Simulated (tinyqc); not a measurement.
Worked calculation: plane-wave Kohn-Sham cycle with exchange-only LDA in a layered model solid. Computed by tinyqc, a small Python program that keeps every step. Settings: points = 16, plane-wave index or count = 2, electrons = 4, k points = 4, area = 31.0, mixing = 0.1, iteration cap = 51, Kerker q0 = 0.9. Command: `OMP_NUM_THREADS=1 python tinyqc.py 20363 20364 out.jsonl` (the two numbers bound the seeds that draw the settings). One thread of a shared host (Intel(R) Xeon(R) Processor @ 2.60GHz), about 0.03 s of CPU time with the checks.

A solid whose potential varies along x alone (atomic units):
```
parameter                      value
period a                   10.400000
cross-section of the cell  31.000000
electrons per cell                 4
grid points                       16
plane waves -n..n, n               2
k points                           4
V1 in V1 cos(2 pi x/a)     -0.740000
```

Stop when sqrt(dV sum R^2) is below 1e-8, dV = a A/N.

Course of the cycle:
```
iteration  E (hartree)  norm of the residual
1          -1.66092999              1.93e-01
2          -1.63060060              1.86e-01
3          -1.60229083              1.79e-01
4          -1.57588810              1.72e-01
5          -1.55128233              1.66e-01
6          -1.52836690              1.60e-01
7          -1.50703925              1.54e-01
8          -1.48720122              1.48e-01
9          -1.46875927              1.43e-01
10         -1.45162447              1.38e-01
11         -1.43571254              1.33e-01
...                ...                   ...
41         -1.25833991              4.14e-02
42         -1.25705211              3.98e-02
43         -1.25587179              3.82e-02
44         -1.25479030              3.67e-02
45         -1.25379967              3.53e-02
46         -1.25289253              3.39e-02
47         -1.25206210              3.26e-02
48         -1.25130210              3.13e-02
49         -1.25060675              3.00e-02
50         -1.24997073              2.88e-02
51         -1.24938913              2.77e-02
```

Can the last value be used, and what does the course show?

Not by the stop rule. Not converged within 51 iterations: the residual falls steadily but slowly, by a factor of about 0.96 a step. Reruns (cap 100 unless said): mixing 0.5, Kerker q0 1.0: converged in 93 (E = -1.24333); mixing 0.3, Pulay depth 5: converged in 11 (E = -1.24333); the original settings with a cap of 400: not converged.
